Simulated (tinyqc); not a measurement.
Binding against well width: donor or exciton in a quantum well (variational effective-mass method). Computed by tinyqc, a small Python program. Command: `OMP_NUM_THREADS=1 python tinyqc.py 3007875 3007876 out.jsonl welldonor walk`. One thread of a shared host (Intel(R) Xeon(R) Processor @ 2.30GHz), about 0.03 s of CPU time with the checks.

H = -nabla^2 - 2/|r - r_i| + V(z) in effective units; trial function psi = f(z) exp(-|r - r_i|/lambda), f the ground state of the well. Mass and screening are the same in well and barrier; l = L/a* is the width in effective units. Bands are flat: no polarisation or applied field.

Inputs (values chosen for the exercise, modelled on GaN): electron mass m = 0.195 m_0; dielectric constant eps = 9.84; well width L = 1.5 nm; donor position z_i/L from the centre = 0.3.

Centre: donor. Barriers: infinite.

Constants: Ry = 13.605693123 eV; a_0 = 0.529177210903 angstrom; hbar^2/(2 m_0) = 3.80998212 eV angstrom^2.

Method:
- Ry* = Ry m/eps^2, a* = a_0 eps/m; l = L/a*.
- k = pi/l; f = cos(k z) inside and zero outside; subband energy k^2 Ry*.
- Binding E_b(lambda) = -1/lambda^2 + 4 A/(lambda B), with A = int f^2 exp(-2 s/lambda) dz, B = int f^2 exp(-2 s/lambda)(1 + 2 s/lambda) dz and s = |z - z_i|; 40 Gauss-Legendre points on each piece between the walls at z = -l/2 and l/2 and z_i.
- Each row maximises over lambda (golden section, 0.3 to 4).

a* = 2.67031 nm

Ry* = 27.4009 meV

Against width:
```
L (nm)  lambda (a*)  binding (Ry*)  binding (meV)
0.83         0.7463         2.5486         69.835
1.50         0.8665         2.0954         57.415
2.70         1.0122         1.6648         45.617
4.80         1.1520         1.3052         35.765
```

What does the comparison show, and why?

The binding is largest in the narrowest well, 2.549 Ry* at 0.83 nm, on the way to 4. In the widest well it is 1.305 Ry*. In the narrow rows the confinement energy passes real barrier heights: infinite walls and a parabolic band fail, and with real barriers the binding peaks and falls. Caution: so narrow a well has large confinement energy, where non-parabolicity and barrier penetration matter.

Extremes, crossings and ranges named in words are read from the listed rows.
